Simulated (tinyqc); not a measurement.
Worked calculation (part 2 of 2): RHF in the 6-31g basis, for H3-, spin multiplicity 1. The basis has no diffuse functions, so it cannot describe the extra electron: this is an exercise in the method, not the real anion. Computed by tinyqc, a small Python program that keeps every step (integrals from PySCF). Command: `OMP_NUM_THREADS=1 python tinyqc.py 29078 29079 out.jsonl` (the two numbers bound the seeds that draw the settings). One thread of a shared host (Intel(R) Xeon(R) Processor @ 2.60GHz), about 0.2 s of CPU time with the checks.

Geometry (angstrom):
```
atom         x         y         z
H     0.000000  0.000000  0.000000
H     0.000000  0.000000  0.965000
H     0.000000  0.920000  0.483000
```

## Iteration 4: building the Fock matrix

D after iteration 3:
```
           1H 1s      1H 2s      2H 1s      2H 2s      3H 1s      3H 2s
1H 1s   0.154587   0.244512   0.154505   0.243368   0.053798  -0.185037
1H 2s   0.244512   0.893917   0.243052   0.885126  -0.203946  -1.593388
2H 1s   0.154505   0.243052   0.154427   0.241928   0.054528  -0.181527
2H 2s   0.243368   0.885126   0.241928   0.876439  -0.200364  -1.574110
3H 1s   0.053798  -0.203946   0.054528  -0.200364   0.183449   0.676890
3H 2s  -0.185037  -1.593388  -0.181527  -1.574110   0.676890   3.557357
```

core Hamiltonian H = T + V (hartree):
```
           1H 1s      1H 2s      2H 1s      2H 2s      3H 1s      3H 2s
1H 1s  -1.313352  -1.168253  -0.664344  -0.840921  -0.567140  -0.790860
1H 2s  -1.168253  -1.319710  -0.840986  -1.115660  -0.780450  -1.074707
2H 1s  -0.664344  -0.840986  -1.313576  -1.168390  -0.567713  -0.791233
2H 2s  -0.840921  -1.115660  -1.168390  -1.319829  -0.780757  -1.074965
3H 1s  -0.567140  -0.780450  -0.567713  -0.780757  -1.275194  -1.145524
3H 2s  -0.790860  -1.074707  -0.791233  -1.074965  -1.145524  -1.300706
```

nuclear repulsion = 1.56714659 hartree

Given earlier and not repeated: Two-electron integrals (ij|kl) in chemists' order.

J_ij = sum D_kl (ij|kl), K_ij = sum D_kl (ik|jl); F = H + J - 0.5 K; E = tr D H + tr D J / 2 - 0.25 tr D K + E_nn.

Coulomb J (hartree):
```
          1H 1s     1H 2s     2H 1s     2H 2s     3H 1s     3H 2s
1H 1s  2.099142  1.294006  0.610310  0.867005  0.515076  0.811764
1H 2s  1.294006  1.659964  0.866850  1.327610  0.850772  1.297187
2H 1s  0.610310  0.866850  2.098410  1.293650  0.515704  0.812001
2H 2s  0.867005  1.327610  1.293650  1.659710  0.851170  1.297492
3H 1s  0.515076  0.850772  0.515704  0.851170  2.283728  1.389650
3H 2s  0.811764  1.297187  0.812001  1.297492  1.389650  1.738833
```

exchange K (hartree):
```
          1H 1s     1H 2s     2H 1s     2H 2s     3H 1s     3H 2s
1H 1s  0.911836  0.822070  0.635136  0.730571  0.407551  0.590503
1H 2s  0.822070  0.907771  0.730566  0.865030  0.623705  0.789878
2H 1s  0.635136  0.730566  0.910545  0.821373  0.409309  0.591646
2H 2s  0.730571  0.865030  0.821373  0.907392  0.624847  0.790715
3H 1s  0.407551  0.623705  0.409309  0.624847  1.187540  1.013336
3H 2s  0.590503  0.789878  0.591646  0.790715  1.013336  1.054622
```

Fock matrix F (hartree):
```
           1H 1s      1H 2s      2H 1s      2H 2s      3H 1s      3H 2s
1H 1s   0.329872  -0.285282  -0.371602  -0.339202  -0.255840  -0.274348
1H 2s  -0.285282  -0.113632  -0.339418  -0.220565  -0.241530  -0.172459
2H 1s  -0.371602  -0.339418   0.329561  -0.285426  -0.256663  -0.275055
2H 2s  -0.339202  -0.220565  -0.285426  -0.113815  -0.242010  -0.172830
3H 1s  -0.255840  -0.241530  -0.256663  -0.242010   0.414764  -0.262542
3H 2s  -0.274348  -0.172459  -0.275055  -0.172830  -0.262542  -0.089184
```

total energy of this density = -1.31577739 hartree

## Iteration 4: diagonalisation and new density

X:
```
               1          2          3          4          5         6
1H 1s   0.697288   0.400126   0.700654  -0.725036  -0.402628  0.180754
1H 2s  -1.740225  -0.930410  -0.519236  -0.290664  -0.157859  0.250797
2H 1s  -0.699409   0.396274   0.700380   0.727390  -0.399040  0.180789
2H 2s   1.745583  -0.921573  -0.519397   0.291296  -0.156291  0.250824
3H 1s   0.002223  -0.816741   0.732356  -0.002134   0.781114  0.174678
3H 2s  -0.005568   1.880575  -0.490016  -0.000994   0.354303  0.246306
```

Diagonalise F' = X^T F X, C = X C', fill 2 alpha and 2 beta electrons from the bottom; D = 2 C_occ C_occ^T. Each column has its largest component positive (the first on a tie).

F' = X^T F X (hartree):
```
           1          2          3          4          5          6
1   1.070478  -0.000062   0.000514  -0.488322   0.000026  -0.000015
2  -0.000062   1.084240  -0.078121  -0.000090  -0.590735  -0.007793
3   0.000514  -0.078121   1.120442  -0.000367   0.045980  -0.121850
4  -0.488322  -0.000090  -0.000367   0.803437  -0.000198  -0.000515
5   0.000026  -0.590735   0.045980  -0.000198   0.543341   0.059313
6  -0.000015  -0.007793  -0.121850  -0.000515   0.059313  -0.339750
```

orbital energies (hartree): MO1 -0.354958, MO2 0.167973, MO3 0.430711, MO4 1.109279, MO5 1.443204, MO6 1.485978

coefficients C:
```
            MO1        MO2        MO3        MO4        MO5        MO6
1H 1s  0.262108  -0.094415  -0.153378   0.792898  -0.997467   0.364580
1H 2s  0.242795  -0.622750  -1.286479  -0.683267   1.211004  -0.548432
2H 1s  0.262439  -0.093008   0.153735   0.794790   0.994009   0.369931
2H 2s  0.243297  -0.614859   1.291080  -0.685798  -1.206784  -0.554566
3H 1s  0.187630   0.237216  -0.000690   0.427584   0.002642  -1.252901
3H 2s  0.124606   1.327916  -0.005270  -0.175179  -0.003671   1.467409
```

D after iteration 4:
```
           1H 1s      1H 2s      2H 1s      2H 2s      3H 1s      3H 2s
1H 1s   0.155230   0.244871   0.155137   0.243644   0.053565  -0.185430
1H 2s   0.244871   0.893533   0.243279   0.883950  -0.204341  -1.593412
2H 1s   0.155137   0.243279   0.155049   0.242074   0.054357  -0.181610
2H 2s   0.243644   0.883950   0.242074   0.874491  -0.200410  -1.572331
3H 1s   0.053565  -0.204341   0.054357  -0.200410   0.182953   0.676766
3H 2s  -0.185430  -1.593412  -0.181610  -1.572331   0.676766   3.557777
```

## Convergence

Stop when the energy changes by less than 1e-09 hartree and every element of the error matrix X^T (F D S - S D F) X is below 9e-06.

Course of the cycle:
```
iteration  E (hartree)     change  largest element of the error matrix
1          -1.52629848          -                             2.63e-01
2          -1.30814801   2.18e-01                             9.22e-02
3          -1.31569465  -7.55e-03                             1.05e-02
4          -1.31577739  -8.27e-05                             1.81e-03
5          -1.31577956  -2.17e-06                             3.05e-04
6          -1.31577973  -1.68e-07                             1.07e-04
7          -1.31577982  -8.90e-08                             1.06e-04
8          -1.31577990  -8.43e-08                             1.06e-04
9          -1.31577999  -8.39e-08                             1.06e-04
10         -1.31578007  -8.40e-08                             1.06e-04
11         -1.31578016  -8.40e-08                             1.06e-04
12         -1.31578024  -8.41e-08                             1.06e-04
13         -1.31578032  -8.41e-08                             1.06e-04
14         -1.31578041  -8.42e-08                             1.06e-04
...                ...        ...                                  ...
76         -1.31578568  -8.46e-08                             1.07e-04
77         -1.31578576  -8.46e-08                             1.07e-04
78         -1.31578585  -8.45e-08                             1.07e-04
79         -1.31578593  -8.44e-08                             1.07e-04
80         -1.31578602  -8.44e-08                             1.07e-04
81         -1.31578610  -8.43e-08                             1.06e-04
82         -1.31578618  -8.42e-08                             1.06e-04
83         -1.31578627  -8.42e-08                             1.06e-04
84         -1.31578635  -8.41e-08                             1.06e-04
85         -1.31578644  -8.40e-08                             1.06e-04
86         -1.31578652  -8.39e-08                             1.06e-04
87         -1.31578660  -8.38e-08                             1.06e-04
88         -1.31578669  -8.37e-08                             1.06e-04
89         -1.31578677  -8.36e-08                             1.06e-04
```

PySCF RHF in the same basis = -1.31579580 hartree

Not converged within the cap of 89 iterations: the residual has stopped falling. Reruns (cap 100 unless said): DIIS 8: not converged; damping 0.5: not converged; level shift 0.5: not converged; atomic densities as start, DIIS 8: not converged; the original settings with a cap of 400: not converged.
